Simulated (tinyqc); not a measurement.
n-type polysilicon, carrier trapping at grain boundaries: one step of the calculation.

One-dimensional grains of size Lg, uniform ionised doping N, monovalent traps Qt at each boundary at a depth Et below (for electrons) or above (for holes) the band edge there, abrupt depletion of width W on each side of a boundary, Boltzmann statistics. xi is the distance from the band edge at the grain centre to the Fermi level. Trapped charge Qt/(1 + exp((xi + VB - Et)/Vt)) = 2 N W, barrier VB = q N W^2/(2 eps0 eps_r).

Question. Resistivity and effective mobility. n0 = NB exp(-xi/Vt); mean density n0 (1 - 2 W/Lg) by charge balance in a partly depleted grain, and n0 (sqrt(pi)/2) erf(u)/u with u = sqrt(VB/Vt) in a fully depleted one; v = sqrt(kB T/(2 pi ms m0)); barrier resistivity Vt exp(VB/Vt)/(q fe n0 v Lg); grain resistivity (1 - 2 W/Lg)/(q n0 mug); effective mobility 1/(q mean density total resistivity).

Parameters, values chosen for the exercise; values of the order met in polycrystalline silicon: temperature T = 300 K; conduction-band density of states at T NB = 2.8e19 cm^-3; grain size Lg = 61 nm; mass for thermionic emission ms = 0.33 m0; correction factor of the emission rate fe = 1; mobility inside the grains mug = 130 cm^2/(V s).

Constants: q = 1.602176634e-19 C, kB = 1.380649e-23 J/K, m0 = 9.1093837015e-31 kg, Vt = kB T/q. Results are converted to the units shown.

W = 30.5 nm
xi = 0.32987625 V
VB = 0.034529216 V

Wanted: n0; mean density; v; barrier resistivity; grain resistivity; resistivity; effective mobility.

Answer.

n0 = 8.0442e13 cm^-3
mean density = 5.5382e13 cm^-3
v = 4.6829e6 cm/s
barrier resistivity = 267.01 ohm cm
grain resistivity = 0.0000 ohm cm
resistivity = 267.01 ohm cm
effective mobility = 422.08 cm^2/(V s)

The resistivity is 267 times that of a single crystal with the same N and mobility mug, and the mean density is 0.115 % of N. The effective mobility exceeds mug only because drift through the depleted grain is left out.

Numbers from tinyqc (`OMP_NUM_THREADS=1 python tinyqc.py 2830235 2830236 out.jsonl`; about 0.01 s on one thread of a shared Intel Xeon 2.30GHz).
